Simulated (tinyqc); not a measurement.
Silicon n-p-n transistor, Gummel numbers and transit times: one step of the calculation.

One-dimensional n-p-n transistor in the forward active mode at low injection. In the base p(x) = NB exp(-eta x/wb) and ni(x)^2 = ni^2 exp((g0 + g1 x/wb)/Vt); electrons leave the base at vsat; band spikes at the emitter junction and recombination inside the emitter are ignored.

Task. Gain, Early voltage and collector delay. ni = sqrt(Nc Nv) exp(-Eg/(2 Vt)), Eg in volts; GE = NE exp(-gE/Vt)(we/Dp + 1/Se); JC = J0 exp(VBE/Vt), J0 = q ni^2/GB; gain limited by back injection GE/GB, by base recombination tb/tauB, together 1/beta = the sum of the inverses; collector layer one-sided, Wc = sqrt(2 eps0 eps_r (Vbc + VCB)/(q NC)), Vbc = Vt ln(p(wb) NC/ni^2), Cjc = eps0 eps_r/Wc; Early voltage VA = GB q p(wb)/(f(wb) Cjc [1/Dn - (eta + g1/Vt)/(wb vsat)]), f(wb) = p(wb) exp(-(g0 + g1)/Vt), p(wb) = NB exp(-eta); tauC = Wc/(2 vsat).

Values chosen for this exercise; band and dielectric values close to those of silicon: temperature T = 400 K; band gap Eg = 1.1 eV; relative permittivity eps_r = 11.6; conduction-band density of states at T Nc = 4.23e19 cm^-3; valence-band density of states at T Nv = 4.08e19 cm^-3; saturation velocity vsat = 1.02e7 cm/s; neutral base width wb = 490 nm; base doping at the emitter edge NB = 1.4e18 cm^-3; doping falls as exp(-eta x/wb) eta = 2.7; gap reduction at the emitter edge of the base g0 = 0 eV; further gap reduction across the base (linear) g1 = 0 eV; electron diffusion coefficient in the base Dn = 14 cm^2/s; emitter doping NE = 7e19 cm^-3; gap reduction in the emitter (negative: wider gap) gE = 0.077 eV; neutral emitter width we = 150 nm; hole diffusion coefficient in the emitter Dp = 1.6 cm^2/s; recombination velocity at the emitter contact Se = 2e5 cm/s; electron lifetime in the base tb = 2e-7 s; collector doping NC = 7.2e15 cm^-3; collector-base reverse bias VCB = 1.7 V.

Constants: q = 1.602176634e-19 C, kB = 1.380649e-23 J/K, Vt = kB T/q, eps0 = 8.8541878128e-14 F/cm where lengths are in cm. Results are converted to the units shown.

GB = 1.7123451e12 s/cm^4
tauB = 43.362201 ps

Give: ni; GE; J0; GE/GB; tb/tauB; beta; Wc; Cjc; VA; tauC.

Result.

ni = 4.8843e12 cm^-3
GE = 1.0778e14 s/cm^4
J0 = 2.2322e-6 A/cm^2
GE/GB = 62.944
tb/tauB = 4612.3
beta = 62.097
Wc = 638.80 nm
Cjc = 0.16078 fF/um^2
VA = 258.43 V
tauC = 3.1314 ps

The gain is limited more by back injection into the emitter. beta VA = 16000 V.

Range of the model: Heavy doping makes emitter or base degenerate; gE and g0 are to be read as apparent gap changes that include this.

Program tinyqc, `OMP_NUM_THREADS=1 python tinyqc.py 2320004 2320005 out.jsonl`; Intel Xeon 2.30GHz, shared host, one thread, about 0.01 s.
